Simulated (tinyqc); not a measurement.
Six-band Luttinger-Kohn model with strain, step by step. Values are carried at full precision from step to step, so a last printed digit may differ when a step is redone from the rounded ones.

Constants: hbar^2/2m0 = 3.80998211 eV angstrom^2.

Parameters, chosen for this exercise (near those of InAs; the results hold for these values, not for the real material): C11 = 79.8 GPa; C12 = 45.1 GPa; C44 = 40.3 GPa; load = uniaxial [100] (kind of stress); X = 0.75 GPa (stress); Dso = 0.371 eV (spin-orbit splitting); g1 = 19.73 (Luttinger gamma1); g2 = 8.38 (gamma2); g3 = 9.27 (gamma3); av = 1.01 eV (valence hydrostatic potential); b = -1.71 eV (tetragonal shear potential); d = -3.56 eV (trigonal shear potential); k = (0.022, 0.024, 0.014) 1/angstrom (wave vector); kmax = 0.02 1/angstrom (end of the path).

## Strain from a uniaxial [100] stress

s11 = (C11 + C12)/((C11 - C12)(C11 + 2 C12)), s12 = -C12/((C11 - C12)(C11 + 2 C12)), s44 = 1/C44; exx = s11 sxx + s12 (syy + szz) and cyclic, exy = s44 sxy/2; tension is positive. A uniaxial stress X along the unit vector n is s_ij = X n_i n_j.

s11, s12, s44 (1/TPa): 21.1731  -7.6454  24.8139

strain tensor:
```
          x          y          z
x  0.015880   0.000000   0.000000
y  0.000000  -0.005734   0.000000
z  0.000000   0.000000  -0.005734
```

The volume changes by +0.441 %; there is no shear in the cubic axes, so d does not enter.

## The terms P, Q, R, S at one k

P = c g1 k^2 - av tr(e); Q = c g2 (kx^2 + ky^2 - 2 kz^2) - (b/2)(exx + eyy - 2 ezz); R = c sqrt3 [-g2 (kx^2 - ky^2) + 2i g3 kx ky] + (sqrt3/2) b (exx - eyy) - i d exy; S = 2 c sqrt3 g3 (kx - i ky) kz - d (exz - i eyz); c = hbar^2/2m0, e the strain tensor (not engineering shear).

Form the four terms.

Terms (eV):

| term | from k | from strain |
|---|---|---|
| P | 0.09441 | -0.00446 |
| Q | 0.02133 | 0.01848 |
| R | 0.00509+0.06460i | -0.03201 |
| S | 0.03768-0.04111i | 0.00000 |

## The Hamiltonian

Six-band Luttinger-Kohn model in the basis |3/2,3/2>, |3/2,1/2>, |3/2,-1/2>, |3/2,-3/2>, |1/2,1/2>, |1/2,-1/2>, electron energies, zero at the top of the unstrained valence band. H = -[rows: (P+Q, -S, R, 0, -S/r2, r2 R); (-S*, P-Q, 0, R, -r2 Q, r32 S); (R*, 0, P-Q, S, r32 S*, r2 Q); (0, R*, S*, P+Q, -r2 R*, -S*/r2); (-S*/r2, -r2 Q, r32 S, -r2 R, P+Dso, 0); (r2 R*, r32 S*, r2 Q, -S/r2, 0, P+Dso)], r2 = sqrt(2), r32 = sqrt(3/2). Levels are twofold.

Each term is the sum of its two parts.

H(k) (eV):
```
                 3/2,3/2          3/2,1/2         3/2,-1/2         3/2,-3/2          1/2,1/2         1/2,-1/2
3/2,3/2          -0.1298   0.0377-0.0411i   0.0269-0.0646i                0   0.0266-0.0291i   0.0381-0.0914i
3/2,1/2   0.0377+0.0411i          -0.0502                0   0.0269-0.0646i           0.0563  -0.0462+0.0503i
3/2,-1/2  0.0269+0.0646i                0          -0.0502  -0.0377+0.0411i  -0.0462-0.0503i          -0.0563
3/2,-3/2               0   0.0269+0.0646i  -0.0377-0.0411i          -0.1298  -0.0381-0.0914i   0.0266+0.0291i
1/2,1/2   0.0266+0.0291i           0.0563  -0.0462+0.0503i  -0.0381+0.0914i          -0.4610                0
1/2,-1/2  0.0381+0.0914i  -0.0462-0.0503i          -0.0563   0.0266-0.0291i                0          -0.4610
```

## Levels and their make-up

Diagonalise H. The weights add +m and -m and are averaged over each pair; m is taken along z.

levels from the top, each twofold (eV): 0.0107  -0.1337  -0.5179

weights:
```
               top  second  third
|3/2,+-3/2>  0.274   0.634  0.093
|3/2,+-1/2>  0.719   0.228  0.053
|1/2,+-1/2>  0.007   0.138  0.854
```

The top pair is 72 % |3/2,+-1/2>, the second pair is 63 % |3/2,+-3/2> and the third pair is 85 % |1/2,+-1/2>.

## Band edges at k = 0
Diagonalise H at k = 0. The weights add +m and -m (m along z) and are averaged over each pair.

edges from the top (eV): 0.0414  -0.0245  -0.3745

weights at k = 0:
```
               top  second  third
|3/2,+-3/2>  0.250   0.733  0.017
|3/2,+-1/2>  0.750   0.244  0.006
|1/2,+-1/2>  0.000   0.023  0.977
```

The stress splits the top two pairs by 65.9 meV, 2.55 times kT at 300 K (25.85 meV); the third lies 415.9 meV below the top, against Dso = 371 meV without stress.

## Polarisation of the edge transitions

In the basis X, Y, Z times spin, H(k = 0) has -Dso/3 + l exx + m (eyy + ezz) on the diagonal (cyclic) and n exy off it, l = av + 2 b, m = av - b, n = sqrt(3) d. Spin-orbit term (Dso/3) L.sigma on X, Y, Z with (L_k)_ij = -i epsilon_kij: <X+|H|Y+> = -i Dso/3, <X+|H|Z-> = Dso/3, <Y+|H|Z-> = -i Dso/3, <Z+|H|X-> = -Dso/3, <Z+|H|Y-> = i Dso/3, <X-|H|Y-> = i Dso/3, and their conjugates; + and - are the spin along z. The strength of a transition to an s-like conduction level for light polarised along the unit vector u is the weight of the orbital ux X + uy Y + uz Z in the valence state, summed over spin and averaged over the pair.

strain block of X, Y, Z (eV):
```
          X        Y        Z
X  -0.06946        0        0
Y         0  0.04142        0
Z         0        0  0.04142
```

Relative strengths:

| polarisation | top | second | third |
|---|---|---|---|
| [100] | 0.000 | 0.518 | 0.482 |
| [010] | 0.500 | 0.241 | 0.259 |
| [001] | 0.500 | 0.241 | 0.259 |
| [110] | 0.250 | 0.380 | 0.370 |
| [1-10] | 0.250 | 0.380 | 0.370 |
| [111] | 0.333 | 0.333 | 0.333 |

The top pair is strongest for light along [010] and [001] (0.500) and weakest along [100] (0.000); without strain every direction has 1/3 on average over the fourfold top. For each polarisation the three pairs add up to 1.

## Hole masses at the edges

Curvature at k = 0: m/m0 = -2 c h^2/(E(h u) + E(-h u) - 2 E(0)) with h = 0.0002 1/angstrom along the unit vector u.

Hole masses (m0):

| direction | top | second | third |
|---|---|---|---|
| [110] | 0.064 | 0.045 | 0.046 |
| [1-10] | 0.064 | 0.045 | 0.046 |
| [100] | 0.337 | 0.034 | 0.037 |
| [001] | 0.036 | 0.066 | 0.063 |

Of the directions listed, the top pair is lightest along [001] (0.036) and heaviest along [100] (0.337). These masses hold only for hole energies well below the splitting of 66 meV.

## Bands along [100] and [001]

Six points from 0 to kmax in each direction.

Levels (eV):

| direction | \|k\| (1/angstrom) | top | second | third | top, no stress | second, no stress |
|---|---|---|---|---|---|---|
| [100] | 0.000 | 0.0414 | -0.0245 | -0.3745 | 0.0000 | 0.0000 |
| [100] | 0.004 | 0.0412 | -0.0263 | -0.3762 | -0.0002 | -0.0022 |
| [100] | 0.008 | 0.0407 | -0.0315 | -0.3813 | -0.0007 | -0.0088 |
| [100] | 0.012 | 0.0398 | -0.0399 | -0.3900 | -0.0016 | -0.0196 |
| [100] | 0.016 | 0.0385 | -0.0511 | -0.4028 | -0.0029 | -0.0341 |
| [100] | 0.020 | 0.0369 | -0.0646 | -0.4201 | -0.0045 | -0.0519 |
| [001] | 0.000 | 0.0414 | -0.0245 | -0.3745 | 0.0000 | 0.0000 |
| [001] | 0.004 | 0.0397 | -0.0255 | -0.3755 | -0.0002 | -0.0022 |
| [001] | 0.008 | 0.0349 | -0.0284 | -0.3785 | -0.0007 | -0.0088 |
| [001] | 0.012 | 0.0277 | -0.0341 | -0.3837 | -0.0016 | -0.0196 |
| [001] | 0.016 | 0.0194 | -0.0434 | -0.3914 | -0.0029 | -0.0341 |
| [001] | 0.020 | 0.0115 | -0.0572 | -0.4021 | -0.0045 | -0.0519 |

## Checks

- Levels against the same model in the basis X, Y, Z times spin: they agree to 1e-10 or better.

tinyqc: `OMP_NUM_THREADS=1 python tinyqc.py 1080595 1080596 out.jsonl`; about 0.04 s, one thread, shared Intel(R) Xeon(R) Processor @ 2.30GHz.
